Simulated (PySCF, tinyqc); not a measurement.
CISD on RHF in the 6-31g basis, for H2, spin multiplicity 1, step by step. The lowest restricted solution is unstable here: a spin-polarised one lies 0.0027 hartree lower (PySCF). One step of it, computed by the program tinyqc.

Problem. CISD: roots. Diagonalise (each vector has its largest component positive (the first on a tie)); all determinants have Ms = 0, so triplets appear too. The lowest singlet root is the correlation energy.

Occupation strings over the orbitals (2 doubly, a alpha, b beta, 0 empty; spin orbitals ordered 1a 1b 2a 2b ...): 2000 ab00 a0b0 a00b ba00 b0a0 b00a 0200 0ab0 0a0b 0ba0 0020 00ab 0b0a 00ba 0002

H - E(HF) between determinants (hartree):
```
           2000       ab00       a0b0       a00b       ba00       b0a0       b00a       0200
2000   0.000000   0.000000   0.000000   0.000000   0.000000   0.000000   0.000000   0.128973
ab00   0.000000   0.258156   0.000000   0.047851  -0.128973   0.000000   0.075714   0.000000
a0b0   0.000000   0.000000   1.088148   0.000000   0.000000  -0.081174   0.000000   0.042365
a00b   0.000000   0.047851   0.000000   1.104335   0.075714   0.000000  -0.088971   0.000000
ba00   0.000000  -0.128973   0.000000   0.075714   0.258156   0.000000   0.047851   0.000000
b0a0   0.000000   0.000000  -0.081174   0.000000   0.000000   1.088148   0.000000  -0.042365
b00a   0.000000   0.075714   0.000000  -0.088971   0.047851   0.000000   1.104335   0.000000
0200   0.128973   0.000000   0.042365   0.000000   0.000000  -0.042365   0.000000   0.561731
0ab0   0.000000   0.042365   0.000000  -0.145766   0.027256   0.000000   0.079273   0.000000
0a0b  -0.075714   0.000000  -0.145766   0.000000   0.000000   0.065037   0.000000   0.086848
0ba0   0.000000   0.027256   0.000000   0.079273   0.042365   0.000000  -0.145766   0.000000
0020   0.081174   0.000000   0.011257   0.000000   0.000000  -0.011257   0.000000   0.052633
00ab   0.000000  -0.079273   0.000000   0.035281   0.065037   0.000000  -0.117206   0.000000
0b0a   0.075714   0.000000   0.065037   0.000000   0.000000  -0.145766   0.000000  -0.086848
00ba   0.000000   0.065037   0.000000  -0.117206  -0.079273   0.000000   0.035281   0.000000
0002   0.088971   0.000000   0.117206   0.000000   0.000000  -0.117206   0.000000   0.087016

           0ab0       0a0b       0ba0       0020       00ab       0b0a       00ba       0002
2000   0.000000  -0.075714   0.000000   0.081174   0.000000   0.075714   0.000000   0.088971
ab00   0.042365   0.000000   0.027256   0.000000  -0.079273   0.000000   0.065037   0.000000
a0b0   0.000000  -0.145766   0.000000   0.011257   0.000000   0.065037   0.000000   0.117206
a00b  -0.145766   0.000000   0.079273   0.000000   0.035281   0.000000  -0.117206   0.000000
ba00   0.027256   0.000000   0.042365   0.000000   0.065037   0.000000  -0.079273   0.000000
b0a0   0.000000   0.065037   0.000000  -0.011257   0.000000  -0.145766   0.000000  -0.117206
b00a   0.079273   0.000000  -0.145766   0.000000  -0.117206   0.000000   0.035281   0.000000
0200   0.000000   0.086848   0.000000   0.052633   0.000000  -0.086848   0.000000   0.087016
0ab0   1.358679   0.000000  -0.052633   0.000000  -0.075592   0.000000  -0.040557   0.000000
0a0b   0.000000   1.375858   0.000000  -0.075592   0.000000  -0.087016   0.000000   0.023833
0ba0  -0.052633   0.000000   1.358679   0.000000  -0.040557   0.000000  -0.075592   0.000000
0020   0.000000  -0.075592   0.000000   2.212062   0.000000   0.075592   0.000000   0.203439
00ab  -0.075592   0.000000  -0.040557   0.000000   2.231340   0.000000  -0.203439   0.000000
0b0a   0.000000  -0.087016   0.000000   0.075592   0.000000   1.375858   0.000000  -0.023833
00ba  -0.040557   0.000000  -0.075592   0.000000  -0.203439   0.000000   2.231340   0.000000
0002   0.000000   0.023833   0.000000   0.203439   0.000000  -0.023833   0.000000   2.264207
```

Give: lowest roots of this matrix, relative to E(HF); lowest vectors; <S^2> of these roots; weight of the ground state by excitation level 0, 1, 2, ....

Solution.

lowest roots of this matrix, relative to E(HF) (hartree): [-0.044, 0.107, 0.377, 0.561, 0.985, 1.010, 1.043, 1.054]

lowest vectors, order 2000, ab00, a0b0, a00b, ba00, b0a0, b00a, 0200, 0ab0, 0a0b, 0ba0, 0020, 00ab, 0b0a, 00ba, 0002:
$$\begin{pmatrix}
0.970 & 0.000 & 0.000 & 0.232 \\
0.000 & 0.699 & 0.705 & 0.000 \\
0.022 & 0.000 & 0.000 & -0.091 \\
0.000 & -0.099 & 0.013 & 0.000 \\
0.000 & 0.699 & -0.705 & 0.000 \\
-0.022 & 0.000 & 0.000 & 0.091 \\
0.000 & -0.099 & -0.013 & 0.000 \\
-0.221 & 0.000 & 0.000 & 0.953 \\
0.000 & -0.046 & -0.006 & 0.000 \\
0.064 & 0.000 & 0.000 & -0.096 \\
0.000 & -0.046 & 0.006 & 0.000 \\
-0.023 & 0.000 & 0.000 & -0.044 \\
0.000 & -0.002 & 0.048 & 0.000 \\
-0.064 & 0.000 & 0.000 & 0.096 \\
0.000 & -0.002 & -0.048 & 0.000 \\
-0.031 & 0.000 & 0.000 & -0.040
\end{pmatrix}$$

<S^2> of these roots: [0.000, 2.000, 0.000, 0.000, 2.000, 2.000, 0.000, 0.000]

weight of the ground state by excitation level 0, 1, 2, ...: [0.940, 0.001, 0.059]
